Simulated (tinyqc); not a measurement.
Full law against its linear and parabolic limits: Deal-Grove kinetics of thermal oxidation of silicon. Computed by tinyqc, a small Python program. Command: `OMP_NUM_THREADS=1 python tinyqc.py 3009854 3009855 out.jsonl oxide walk`. One thread of a shared host (Intel(R) Xeon(R) Processor @ 2.30GHz), about 0.02 s of CPU time with the checks.

Oxidant diffuses through the oxide and reacts at the interface, so that dx/dt = B/(A + 2x) for the oxide thickness x.

Inputs (values chosen for the exercise, close to those used for silicon): prefactor B0 = 846 um^2/h; activation energy E_B = 1.22 eV; prefactor (B/A)0 = 3.49e+06 um/h; activation energy E_A = 2.01 eV; temperature T = 975 C; oxidant pressure p = 0.1 atm; pressure exponent m of B/A = 0.76; initial oxide x_i = 0.1 um; time t = 1.5 h.

Ambient: dry oxygen. Surface: (100).

Constants: k_B = 8.617333262e-05 eV/K.

Method:
- B = B0 p exp(-E_B/(k_B T)), B/A = (B/A)0 p^m exp(-E_A/(k_B T)), p in atm; A = B/(B/A).
- Temperatures in kelvin are T(C) + 273.15.
- tau = (x_i^2 + A x_i)/B and x = (A/2) [sqrt(1 + 4 B (t + tau)/A^2) - 1], the root of x^2 + A x = B (t + tau).
- Silicon consumed is 0.44 times the oxide grown; the rate is B/(A + 2x).
- Linear limit x = (B/A)(t + tau); parabolic limit x = sqrt(B (t + tau)).

tau = 31.5063 h

length A = 0.215976 um

parabolic constant B = 0.00100290 um^2/h

linear constant B/A = 0.00464355 um/h

Thickness (um):
```
t (h)     full  linear limit  parabolic limit    2x/A
0.05   0.10012       0.14653          0.17790  0.9271
0.1    0.10024       0.14677          0.17804  0.9283
0.25   0.10060       0.14746          0.17846  0.9316
0.5    0.10120       0.14862          0.17916  0.9372
1      0.10240       0.15094          0.18056  0.9482
2      0.10477       0.15559          0.18331  0.9702
4      0.10943       0.16488          0.18870  1.0134
8      0.11847       0.18345          0.19905  1.0970
16     0.13554       0.22060          0.21827  1.2551
32     0.16651       0.29490          0.25237  1.5420
```

What follows from these numbers?

Both limits lie above the full result, since each drops one resistance. The linear law overshoots by 46 % in the first row and 77 % in the last, the parabolic law by 78 % and 52 %. The better limit switches between 8 and 16 h; both give the same value where B (t + tau) = A^2, at 2x/A = sqrt5 - 1 = 1.24.

Extremes, crossings and ranges named in words are read from the listed rows.
